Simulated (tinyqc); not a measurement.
Gaussian against the exact two-step profile: two-step dopant diffusion (predeposition and drive-in) with a constant diffusivity. Computed by tinyqc, a small Python program. Command: `OMP_NUM_THREADS=1 python tinyqc.py 3021272 3021273 out.jsonl dopdiff walk`. One thread of a shared host (Intel(R) Xeon(R) Processor @ 2.30GHz), about 0.07 s of CPU time with the checks.

Fick diffusion into a half space x > 0 whose background doping C_B is of the opposite type, so that a junction lies where C = C_B.

Inputs (values chosen for the exercise, modelled on boron in silicon): prefactor D0 = 0.919 cm^2/s; activation energy E = 3.51 eV; surface concentration C_s = 4.3e+19 1/cm^3; background doping C_B = 9.2e+15 1/cm^3; predeposition temperature T1 = 1050 C; predeposition time t1 = 45 min; drive-in temperature T2 = 1050 C; drive-in time t2 = 240 min; ramp rate = 2 C/min; stand-by temperature = 750 C.

Furnace ramps of the drive-in: linear ramps.

Constants: k_B = 8.617333262e-05 eV/K.

Method:
- D = D0 exp(-E/(k_B T)).
- Temperatures in kelvin are T(C) + 273.15.
- Times in seconds are 60 times the minutes.
- One ramp between the stand-by temperature and T2 adds int D dT / rate (40-point Gauss-Legendre); the usual estimate counts it as an extra time k_B T2^2/(E rate) at T2. (Dt)2 = D2 t2 + two ramps, times in seconds.
- C = C_s erfc(x/(2 sqrt(D1 t1))); dose Q = 2 C_s sqrt(D1 t1/pi); the junction solves erfc(z) = C_B/C_s with x_j = 2 z sqrt(D1 t1).
- With a sealed surface and a thin source, C = Q/sqrt(pi (Dt)2) exp(-x^2/(4 (Dt)2)); x_j = 2 sqrt((Dt)2 ln(C(0)/C_B)); gradient at the junction |dC/dx| = C_B x_j/(2 (Dt)2).
- Exact two-step profile: C = (2 C_s/pi) int_0^alpha exp(-beta (1 + u^2))/(1 + u^2) du with alpha = sqrt(D1 t1/(Dt)2), beta = x^2/(4 (D1 t1 + (Dt)2)).
- The integral takes 48 Gauss-Legendre points; solve C(x) = C_B.
- Gaussian: C = Q/sqrt(pi (Dt)2) exp(-x^2/(4 (Dt)2)).
- Depths are fractions of the Gaussian x_j.

surface concentration C(0) (Gaussian) = 1.09659e+19 1/cm^3

junction depth x_j = 1.36814 um

drive-in budget (Dt)2 = 6.60638e-10 cm^2

product D1 t1 = 1.06012e-10 cm^2

exact junction depth = 1.43700 um

Profiles:
```
x/x_j  x (um)  Gaussian (1/cm^3)  exact (1/cm^3)   ratio
0.0    0.0000         1.0966e+19      1.0430e+19  1.0514
0.2    0.2736         8.2603e+18      8.0692e+18  1.0237
0.4    0.5473         3.5306e+18      3.7395e+18  0.9441
0.6    0.8209         8.5623e+17      1.0404e+18  0.8230
0.8    1.0945         1.1783e+17      1.7442e+17  0.6755
1.0    1.3681         9.2000e+15      1.7698e+16  0.5198
1.2    1.6418         4.0760e+14      1.0923e+15  0.3732
```

What follows from these numbers?

With D1 t1/(Dt)2 = 0.16, the Gaussian is 5.1 % high at the surface and 48 % low at its own junction; the exact junction lies at 1.437 um, 5.0 % deeper. The dose is the same, but the real source already has a width, which carries into the tail. Caution: the drive-in budget is under fifteen times D1 t1, so the source is not thin and the Gaussian junction is too shallow. Caution: the surface value exceeds the intrinsic carrier density during the drive-in as well. Caution: C_s exceeds the intrinsic carrier density of silicon at the predeposition temperature (2e18 to 1e19 per cm^3), where real diffusivities rise with concentration and profiles turn box-like.
